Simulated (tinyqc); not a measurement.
Scattering mobility, thermal velocity and mass from two apparent mobilities.

Inverse problem. 1/mu_app = 1/mu_0 + 1/mu_B with the ballistic mobility mu_B = vT L/(2 Vt) and vT = sqrt(2 kB T/(pi m)) (non-degenerate carriers); the mean free path is 2 Vt mu_0/vT. Find mu_0, vT, m and the mean free path.

Parameters, values chosen for the exercise: temperature T = 300 K.

Constants: q = 1.602176634e-19 C, kB = 1.380649e-23 J/K, m0 = 9.1093837015e-31 kg, Vt = kB T/q. Results are converted to the units shown.

apparent mobility at L = 40 and 200 nm (cm^2/(V s)): 566.48333  925.64469

Solution. 1/mu_app is linear in 1/L: the slope is 2 Vt/vT and the intercept 1/mu_0.

mu_0 = 1100 cm^2/(V s)
vT = 1.510e7 cm/s
m = 0.1270 m0
mean free path = 37.67 nm

tinyqc, about 0.01 s, one thread, Intel Xeon 2.30GHz (shared host): `OMP_NUM_THREADS=1 python tinyqc.py 2380026 2380027 out.jsonl`
